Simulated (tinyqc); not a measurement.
Frequency dispersion of an accumulation capacitance by border traps, distributed model: one step of the calculation.

Traps spread evenly through the insulator exchange electrons with the semiconductor by tunnelling, with tau(x) = t0 exp(2 ka x) at depth x from the interface. The admittance per area Y seen at depth x obeys dY/dx = -Y^2/(i w eps0 eox) + q Nb ln(1 + i w tau)/tau, with Y(0) = i w Cs and w = 2 pi f; the gate sees Y(tox) = G + i w C. Working variable y = Y/(i w), in uF/cm^2. Cox = eps0 eox/tox.

Task. Scales and lumped estimate. Cox; trap-free value 1/(1/Cox + 1/Cs); response depth d = ln(1/(w t0))/(2 ka), where w tau = 1; lumped estimate: all traps within d act as C_bt = q Nb d placed at d/2, so C = 1/{1/[1/(1/Cs + d/(2 eps0 eox)) + C_bt] + (tox - d/2)/(eps0 eox)}.

Values chosen for this exercise; permittivity close to that of aluminium oxide: relative permittivity of the insulator eox = 8.35; insulator thickness tox = 7.1 nm; semiconductor capacitance in accumulation Cs = 0.95 uF/cm^2; density of border traps Nb = 7.2e19 cm^-3 eV^-1; decay constant of the wave function in the insulator ka = 4.3 1/nm; time constant of a trap at the interface t0 = 3e-10 s; frequency f = 1000 Hz.

Constants: q = 1.602176634e-19 C, eps0 = 8.8541878128e-14 F/cm where lengths are in cm. Results are converted to the units shown.

Give: Cox; trap-free C; d; C_bt; lumped C.

Result.

Cox = 1.041 uF/cm^2
trap-free C = 0.4968 uF/cm^2
d = 1.533 nm
C_bt = 1.768 uF/cm^2
lumped C = 0.8087 uF/cm^2

The traps within reach amount to 1.86 Cs and lie in the first 21.6 % of the insulator.

Computed by the program tinyqc: `OMP_NUM_THREADS=1 python tinyqc.py 2202230 2202231 out.jsonl`, one thread of a shared Intel Xeon 2.30GHz, about 0.5 s for the whole run.
